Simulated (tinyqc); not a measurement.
Worked calculation: one-electron ion in a basis of Gaussians. One step of it, computed by the program tinyqc.

Task: Matrices over normalised Gaussians. With p = a_i + a_j and I(k) = Gamma((k+1)/2) / (2 p^((k+1)/2)): S = I(2l+2), T = (2l+3) a_i a_j S / p, V = -Z I(2l+1), each divided by sqrt(S_ii S_jj).

exponents of r^l exp(-a r^2) (1/bohr^2): 0.322700  0.891000  2.460000  6.792000  18.750000  51.770000  142.900000

Z = 2

l = 0

Give: S; T; V.

Result:

S, lower triangle:
```
        1       2       3       4       5       6       7
1  1.0000
2  0.8306  1.0000
3  0.5124  0.8306  1.0000
4  0.2685  0.5125  0.8306  1.0000
5  0.1310  0.2685  0.5125  0.8306  1.0000
6  0.0622  0.1310  0.2685  0.5125  0.8306  1.0000
7  0.0292  0.0622  0.1310  0.2685  0.5125  0.8307  1.0000
```

T (hartree), lower triangle:
```
        1       2       3        4        5        6         7
1  0.4840
2  0.5903  1.3365
3  0.4386  1.6299  3.6900
4  0.2481  1.2109  4.5000  10.1880
5  0.1247  0.6852  3.3435  12.4244  28.1250
6  0.0598  0.3442  1.8916   9.2312  34.2985  77.6550
7  0.0282  0.1652  0.9506   5.2236  25.4851  94.7026  214.3500
```

V (hartree), lower triangle:
```
         1        2        3        4         5         6         7
1  -1.8130
2  -2.0650  -3.0126
3  -1.9291  -3.4314  -5.0057
4  -1.6161  -3.2056  -5.7016  -8.3176
5  -1.2911  -2.6855  -5.3265  -9.4738  -13.8198
6  -1.0125  -2.1454  -4.4622  -8.8506  -15.7408  -22.9636
7  -0.7887  -1.6826  -3.5650  -7.4149  -14.7055  -26.1555  -38.1519
```
